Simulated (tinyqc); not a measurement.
Which stress helps holes along [110]: six-band Luttinger-Kohn model with strain.

Six-band Luttinger-Kohn model in the basis |3/2,3/2>, |3/2,1/2>, |3/2,-1/2>, |3/2,-3/2>, |1/2,1/2>, |1/2,-1/2>, electron energies, zero at the top of the unstrained valence band. H = -[rows: (P+Q, -S, R, 0, -S/r2, r2 R); (-S*, P-Q, 0, R, -r2 Q, r32 S); (R*, 0, P-Q, S, r32 S*, r2 Q); (0, R*, S*, P+Q, -r2 R*, -S*/r2); (-S*/r2, -r2 Q, r32 S, -r2 R, P+Dso, 0); (r2 R*, r32 S*, r2 Q, -S/r2, 0, P+Dso)], r2 = sqrt(2), r32 = sqrt(3/2). Levels are twofold.

P = c g1 k^2 - av tr(e); Q = c g2 (kx^2 + ky^2 - 2 kz^2) - (b/2)(exx + eyy - 2 ezz); R = c sqrt3 [-g2 (kx^2 - ky^2) + 2i g3 kx ky] + (sqrt3/2) b (exx - eyy) - i d exy; S = 2 c sqrt3 g3 (kx - i ky) kz - d (exz - i eyz); c = hbar^2/2m0, e the strain tensor (not engineering shear).

s11 = (C11 + C12)/((C11 - C12)(C11 + 2 C12)), s12 = -C12/((C11 - C12)(C11 + 2 C12)), s44 = 1/C44; exx = s11 sxx + s12 (syy + szz) and cyclic, exy = s44 sxy/2; tension is positive. A uniaxial stress X along the unit vector n is s_ij = X n_i n_j.

Constants: hbar^2/2m0 = 3.80998211 eV angstrom^2.

Values chosen for the exercise (near those of Si; not measured data): Dso = 0.043 eV (spin-orbit splitting); g1 = 4.3 (Luttinger gamma1); g2 = 0.34 (gamma2); g3 = 1.45 (gamma3); av = 2.46 eV (valence hydrostatic potential); b = -2.12 eV (tetragonal shear potential); d = -4.73 eV (trigonal shear potential); C11 = 166 GPa; C12 = 64.9 GPa; C44 = 80.1 GPa; X1 = 1.6 GPa (size of the stress).

Each load has size X1 (biaxial: sxx = syy); masses are curvatures of the top pair at k = 0.

Results:
```
load                         splitting (meV)  top edge (meV)  m [110]  m [001]
uniaxial [110], compression             75.5            34.0    0.115    0.274
uniaxial [110], tension                 25.1            43.0    0.391    0.200
uniaxial [100], compression             89.8            42.9    0.216    0.274
uniaxial [100], tension                 24.1            46.9    0.242    0.216
uniaxial [111], compression             71.6            31.0    0.142    0.233
uniaxial [111], tension                 23.0            40.6    0.351    0.233
biaxial (001), compression              24.1             6.9    0.216    0.276
biaxial (001), tension                  89.8            82.8    0.274    0.179
```

The lightest mass along [110] (0.115) comes with uniaxial [110], compression. The largest splitting (89.8 meV) comes with uniaxial [100], compression; biaxial (001), tension. The heaviest mass along [001] (0.276), which lowers the confinement energy in a (001) channel, comes with biaxial (001), compression. The splitting per GPa follows b (s11 - s12) for loads along cube axes and d s44 for [111]: here 2 |b| (s11 - s12) = 41.9 and |d| s44/sqrt3 = 34.1 meV per GPa in the limit of large Dso; where the splitting nears Dso, mixing with the split-off band makes it depend on the sign of the load.

tinyqc: `OMP_NUM_THREADS=1 python tinyqc.py 1081056 1081057 out.jsonl`; about 0.08 s, one thread, shared Intel(R) Xeon(R) Processor @ 2.30GHz.
